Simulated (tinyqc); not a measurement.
## n-type polysilicon, carrier trapping at grain boundaries: effect of the doping

One-dimensional grains of size Lg, uniform ionised doping N, monovalent traps Qt at each boundary at a depth Et below (for electrons) or above (for holes) the band edge there, abrupt depletion of width W on each side of a boundary, Boltzmann statistics. xi is the distance from the band edge at the grain centre to the Fermi level. Trapped charge Qt/(1 + exp((xi + VB - Et)/Vt)) = 2 N W, barrier VB = q N W^2/(2 eps0 eps_r).

If the trap equation with xi = Vt ln(NB/N) has a root W < Lg/2, the grain is partly depleted; otherwise W = Lg/2 and the trap equation gives xi = Et - VB + Vt ln(Qt/(N Lg) - 1). N* = Qt/Lg. n0 = NB exp(-xi/Vt); mean density n0 (1 - 2 W/Lg) by charge balance in a partly depleted grain, and n0 (sqrt(pi)/2) erf(u)/u with u = sqrt(VB/Vt) in a fully depleted one; v = sqrt(kB T/(2 pi ms m0)); barrier resistivity Vt exp(VB/Vt)/(q fe n0 v Lg); grain resistivity (1 - 2 W/Lg)/(q n0 mug); effective mobility 1/(q mean density total resistivity). Rows with xi above 0.45 V, towards mid-gap, are left out, since the other carrier type is ignored.

Parameters, values chosen for the exercise; values of the order met in polycrystalline silicon:
```
symbol,value,unit,meaning
T,300,K,temperature
eps_r,11.7,,relative permittivity
NB,2.8e19,cm^-3,conduction-band density of states at T
Lg,53,nm,grain size
Qt,2.7e12,cm^-2,trap density of a grain boundary
Et,0.32,eV,depth of the trap level from the majority band edge at the boundary
ms,0.37,m0,mass for thermionic emission
fe,0.5,,correction factor of the emission rate
mug,85,cm^2/(V s),mobility inside the grains
```

Constants: q = 1.602176634e-19 C, kB = 1.380649e-23 J/K, m0 = 9.1093837015e-31 kg, Vt = kB T/q, eps0 = 8.8541878128e-14 F/cm where lengths are in cm. Results are converted to the units shown.

Effect of the doping:

| N (cm^-3) | N/N* | depleted share 2 W/Lg | VB (V) | xi (V) | mean density (cm^-3) | resistivity (ohm cm) | effective mobility (cm^2/(V s)) |
|---|---|---|---|---|---|---|---|
| 2.5e16 | 0.04907 | 1.000 | 0.01358 | 0.3831 | 8.735e12 | 2263 | 315.7 |
| 4.9e16 | 0.09619 | 1.000 | 0.02661 | 0.3513 | 2.603e13 | 1098 | 218.5 |
| 9.2e16 | 0.1806 | 1.000 | 0.04996 | 0.3091 | 1.087e14 | 530.0 | 108.3 |
| 1.8e17 | 0.3533 | 1.000 | 0.09775 | 0.2379 | 1.280e15 | 213.8 | 22.81 |
| 3.4e17 | 0.6674 | 1.000 | 0.1846 | 0.1174 | 9.913e16 | 58.21 | 1.082 |
| 6.4e17 | 1.256 | 0.7008 | 0.1707 | 0.09768 | 1.915e17 | 15.90 | 2.051 |
| 1.2e18 | 2.356 | 0.4209 | 0.1155 | 0.08143 | 6.949e17 | 1.034 | 8.687 |
| 2.3e18 | 4.515 | 0.2214 | 0.06121 | 0.06461 | 1.791e18 | 0.08874 | 39.27 |
| 4.4e18 | 8.637 | 0.1158 | 0.03202 | 0.04784 | 3.891e18 | 0.02556 | 62.77 |
| 8.4e18 | 16.49 | 0.06065 | 0.01678 | 0.03113 | 7.891e18 | 0.01135 | 69.71 |

What does the comparison show, and why?

As N goes from 2.5e16 to 8.4e18, VB goes from 0.0136 through a maximum of 0.185 (at N = 3.4e17 among the rows listed) to 0.0168 V, the resistivity falls from 2260 to 0.0113 ohm cm and the effective mobility goes from 316 through a minimum of 1.08 (at N = 3.4e17 among the rows listed) to 69.7 cm^2/(V s). The steepest fall of the resistivity among the rows, as N^(-4.3), lies between N = 6.4e17 and 1.2e18 cm^-3; N* = 5.09e17 cm^-3. While the grain is fully depleted VB grows as N; once the traps are full it falls as 1/N. For N = 2.3e18, 4.4e18, 8.4e18 xi is under 2.5 Vt, where Boltzmann statistics begin to fail. For N = 2.5e16, 8.4e18 VB is below Vt, where abrupt depletion and thermionic emission are rough. For N = 3.4e17 the grain is near the changeover between partial and full depletion, within a few Debye lengths, where both limits are rough. For N = 2.5e16, 4.9e16, 9.2e16 the effective mobility exceeds mug, since drift through the depleted part of the grain is left out.

tinyqc, about 0.01 s, one thread, Intel Xeon 2.30GHz (shared host): `OMP_NUM_THREADS=1 python tinyqc.py 2830011 2830012 out.jsonl`
